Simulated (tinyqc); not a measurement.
# ESD clamp with bipolar snapback, compact model and design window: what changes with what

The drain junction multiplies the current that enters it: Igen = (M - 1)(Ic + I0), M = 1/(1 - (Vj/BV)^n). The generated holes leave through the substrate resistance and the base of the parasitic npn: Igen = Vb/Rb + Ic/be, Ic = Is exp(Vb/Vt). Terminal current I = Ic + I0 + Igen and voltage V = Vj + I Ro, per width. Isothermal, constant gain.

Inputs (values chosen for the exercise); values close to those of grounded-gate n-channel clamps:
- T = 300 K (temperature)
- BV = 8.4 V (junction breakdown voltage)
- n = 3.1 (exponent of the multiplication)
- be = 8.6 (current gain of the parasitic npn)
- Is = 4.8e-17 A/um (saturation current)
- I0 = 7.1e-11 A/um (junction leakage)
- Rb = 15000 ohm um (substrate resistance)
- Ro = 450 ohm um (drain ballast and contact resistance)
- It2 = 11.4 mA/um (failure current for 100 ns)

Constants: q = 1.602176634e-19 C, kB = 1.380649e-23 J/K, Vt = kB T/q. Results are converted to the units shown.

Each table varies one quantity; the others keep the values above.

## Effect of the substrate resistance

For given Vb: Ic, Igen, M = 1 + Igen/(Ic + I0), Vj = BV (1 - 1/M)^(1/n), I and V. Vt1 is the maximum of V along the curve, Vh the following minimum, Vt2 the voltage at I = It2. It1 and Ih are the currents at Vt1 and Vh.

Results:
```
Rb (ohm um)  Vt1 (V)  It1 (uA/um)  Vh (V)  Ih (uA/um)  Vt2 (V)  Vt2 - Vt1 (V)
1500           8.578        416.2   6.803        2524    9.673          1.095
3200           8.478        181.5   6.028        1899    9.426         0.9483
15000          8.414        33.03   5.017       991.0    9.235         0.8208
32000          8.406        14.19   4.722       701.6    9.206         0.7998
70000          8.402        5.876   4.508       485.0    9.192         0.7892
1.5e5          8.401        2.472   4.364       335.6    9.185         0.7843
```

Estimate the missing row, Rb = 7000 ohm um.

Computed row:
```
Rb (ohm um)  Vt1 (V)  It1 (uA/um)  Vh (V)  Ih (uA/um)  Vt2 (V)  Vt2 - Vt1 (V)
7000           8.433        76.76   5.435        1380    9.296         0.8634
```

With this row back in the table: As Rb goes from 1500 to 1.5e5 ohm um, Vt1 falls from 8.58 to 8.40 V, It1 falls from 416 to 2.47 uA/um, Vh falls from 6.80 to 4.36 V and Vt2 falls from 9.67 to 9.19 V. Vt2 exceeds Vt1, the condition for all fingers to turn on, in 7 of the 7 rows. It1 goes as Rb^(-1.11); the product It1 Rb, close to the base voltage at the trigger, goes from 0.624 to 0.371 V.

## Effect of the exponent of the multiplication

Same model as above.

Effect of the exponent of the multiplication:
```
n    Vt1 (V)  It1 (uA/um)  Vh (V)  Ih (uA/um)  Vt2 (V)  Vt2 - Vt1 (V)
2      8.414        32.23   3.716        1049    7.899        -0.5151
2.5    8.414        32.64   4.396        1030    8.587         0.1729
3      8.414        32.97   4.926       998.1    9.138         0.7241
3.5    8.414        33.25   5.346       962.0    9.585          1.171
4      8.414        33.50   5.686       925.7    9.952          1.538
4.5    8.414        33.72   5.966       890.7    10.26          1.845
5      8.414        33.91   6.200       857.7    10.52          2.104
5.5    8.415        34.09   6.397       826.8    10.74          2.326
6      8.415        34.25   6.566       798.0    10.93          2.518
```

As n goes from 2 to 6, Vt1 stays near 8.41 V, It1 rises from 32.2 to 34.3 uA/um, Vh rises from 3.72 to 6.57 V and Vt2 rises from 7.90 to 10.9 V. Vt2 exceeds Vt1, the condition for all fingers to turn on, in 8 of the 9 rows.

## Failure current against pulse length

Power to failure goes as 1/t for pulses shorter than ta = 5.6 ns (adiabatic) and as 1/sqrt(t) beyond: Pf = P100 sqrt(100 ns/t) for t > ta and Pf(ta) ta/t below, with P100 = Vt2 It2 at 100 ns. The failure current solves V I = Pf on the curve (I(Vb), V(Vb)).

Failure current against pulse length:
```
t (ns)  Pf (mW/um)  failure current (mA/um)  V at failure (V)  energy (nJ/um)
1             2491                    70.03             35.57           2.491
2             1246                    48.29             25.79           2.491
5            498.3                    29.06             17.15           2.491
10           332.9                    23.04             14.45           3.329
20           235.4                    18.78             12.53           4.708
50           148.9                    14.20             10.48           7.444
100          105.3                    11.40             9.235           10.53
200          74.44                    9.076             8.202           14.89
500          47.08                    6.614             7.119           23.54
```

What does the comparison show, and why?

The failure current falls from 70.0 to 6.61 mA/um, as t^(-0.54) at the start and t^(-0.35) at the end, more slowly than the power since V rises with I. The voltage at failure falls from 35.6 to 7.12 V.

tinyqc, about 0.01 s, one thread, Intel Xeon 2.30GHz (shared host): `OMP_NUM_THREADS=1 python tinyqc.py 2670006 2670007 out.jsonl`
